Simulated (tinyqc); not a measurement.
What moves the results: localisation in a chain with random site energies (transfer matrices). A value that a table varies takes the place of the one given here.

Hopping -t; leads with site energy 0, E = -2t cos(ka). psi_(j+1) = ((e_j - E)/t) psi_j - psi_(j-1), a product of matrices M_j = [[(e_j - E)/t, -1], [1, 0]]. For M = M_N ... M_1 the transmission is T = 4 sin^2(ka)/|M21 - M12 + M22 exp(ika) - M11 exp(-ika)|^2. Long samples draw e_j = W (x_j/2147483647 - 1/2) from x_j = 16807 x_(j-1) mod 2147483647, starting at x0. The localisation length xi, in sites, is defined by ln T = -2N/xi on average; weak disorder gives xi = 24 (4t^2 - E^2)/W^2, and the mean free path for backscattering is xi/2.

Numerical xi = N/ln sqrt(psi_(N+1)^2 + psi_N^2) for N = 20000 sites from psi_1 = 1, psi_0 = 0; its statistical error is about xi sqrt(xi/N).

Parameters, chosen for this exercise: t = 1.02 eV (hopping); E = -0.4 eV (energy); x0 = 4926 (start of the number sequence); W = 2.73 eV (full width of the disorder).

## Localisation length against disorder

The same number sequence scaled by W.

xi (sites):
```
W/t   W (eV)  numerical  error  weak disorder  strong: 1/(ln(W/2t) - 1)
1.0    1.020     87.641  5.802         92.309                         -
1.5    1.530     43.091  2.000         41.026                         -
2.0    2.040     23.837  0.823         23.077                         -
3.0    3.060     10.643  0.246         10.257                         -
4.0    4.080      6.003  0.104          5.769                         -
6.0    6.120      2.869  0.034          2.564                         -
10.0  10.200      1.423  0.012          0.923                     1.641
16.0  16.320      0.897  0.006          0.361                     0.926
```

At W = t the numerical value is 87.6 +/- 5.8 against 92.3, and at 2t 23.84 +/- 0.82 against 23.08. The weak-disorder formula is within 15 % for W/t = 1, 1.5, 2, 3, 4 and 6; at W = 16t it gives 0.36 and the strong-disorder form 0.93, against 0.90. All states of the chain are localised; disorder only sets the length.

## From ballistic to localised

200 samples of each length, cut one after another from the start of the sequence. Typical T = exp(mean ln T). Ohmic: 1/(1 + 2N/xi); localised: exp(-2N/xi), both with the weak-disorder xi.

Transmission:
```
N    mean T  typical T  spread of ln T   ohmic  localised
2     0.770      0.742           0.287   0.763      0.733
5     0.576      0.485           0.675   0.563      0.460
10    0.372      0.225           1.188   0.392      0.212
20    0.153     0.0456           1.804   0.244     0.0449
40   0.0339    0.00277           2.851   0.139    0.00201
80  0.00245   8.29e-06           4.260  0.0745   4.05e-06
```

With xi = 12.9 sites, mean and typical T are 0.576 and 0.485 at N = 5, and 0.00245 and 8.29e-06 at N = 80, where ln T scatters by 4.3. The slope of ln(typical T) between 40 and 80 sites gives xi = 13.8, uncertain by about 6 % from the scatter of 200 samples. At N = 80 the ohmic law gives 8.99e+03 times the typical value: a single channel has no ohmic range beyond a mean free path, and the mean is carried by rare resonant samples.

## What each parameter does

Numerical and weak-disorder xi. Each row changes one parameter from the base and keeps the others.

Results:
```
case          numerical xi (sites)  weak-disorder xi (sites)
base                         13.30                     12.89
t = 1.173 eV                 17.72                     17.21
E = -0.28 eV                 13.74                     13.15
W = 3.276 eV                  9.27                      8.95
x0 = 4927                    13.45                     12.89
```

The largest shifts from the base row, up to three for each result and ties (the steps differ in size, so this ranks the rows, not the parameters). numerical xi (sites): t +4.41, W -4.04, E +0.44. weak-disorder xi (sites): t +4.32, W -3.94, E +0.26; unchanged at the printed digits by x0. A new x0 is another sample of the same disorder; its shift is one draw of the statistical scatter, about xi sqrt(xi/N); the other rows share one sample, so their errors are correlated.

tinyqc: `OMP_NUM_THREADS=1 python tinyqc.py 1482646 1482647 out.jsonl`; about 0.09 s, one thread, shared Intel(R) Xeon(R) Processor @ 2.30GHz.
